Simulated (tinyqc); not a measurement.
Drifting, spreading and decaying minority pulse (Haynes-Shockley), Crank-Nicolson time steps: one step of the calculation.

Low injection in a uniform field: dn/dt = D d2n/dx2 - v dn/dx - n/tau with D = mu Vt and v = mu F towards +x. Exact solution on an infinite bar for a Gaussian start at x0: n = N0 exp(-t/tau) exp(-(x - x0 - v t)^2/(2 s^2))/sqrt(2 pi s^2), s^2 = s0^2 + 2 D t.

Problem. Coefficients of the scheme. Exponentially fitted fluxes: d = F hx/Vt, B(d) = d/(exp(d) - 1), k = D dt/hx^2; (L n)_i = a n_(i-1) + b n_i + c n_(i+1) with a = k B(-d), c = k B(d), b = -a - c - dt/tau. Explicit steps keep n positive for dt up to 1/[(D/hx^2)(B(d) + B(-d)) + 1/tau].

Parameters, values chosen for the exercise; mobility close to that of indium phosphide at room temperature: temperature T = 250 K; minority-carrier mobility mu = 203 cm^2/(V s); sweep field along the drift F = 22 V/cm; mesh step hx = 25 um; lifetime tau = 2.5e-6 s; time step dt = 4.5e-7 s.

Constants: q = 1.602176634e-19 C, kB = 1.380649e-23 J/K, Vt = kB T/q. Results are converted to the units shown.

Find: D; v; d; a; b; c; positivity limit of dt.

Solution.

D = 4.3733 cm^2/s
v = 4466.0 cm/s
d = 2.5530
a = 0.87174
b = -1.1196
c = 0.067864
positivity limit of dt = 4.0193e-7 s

Numbers from tinyqc (`OMP_NUM_THREADS=1 python tinyqc.py 2310019 2310020 out.jsonl`; about 0.01 s on one thread of a shared Intel Xeon 2.30GHz).
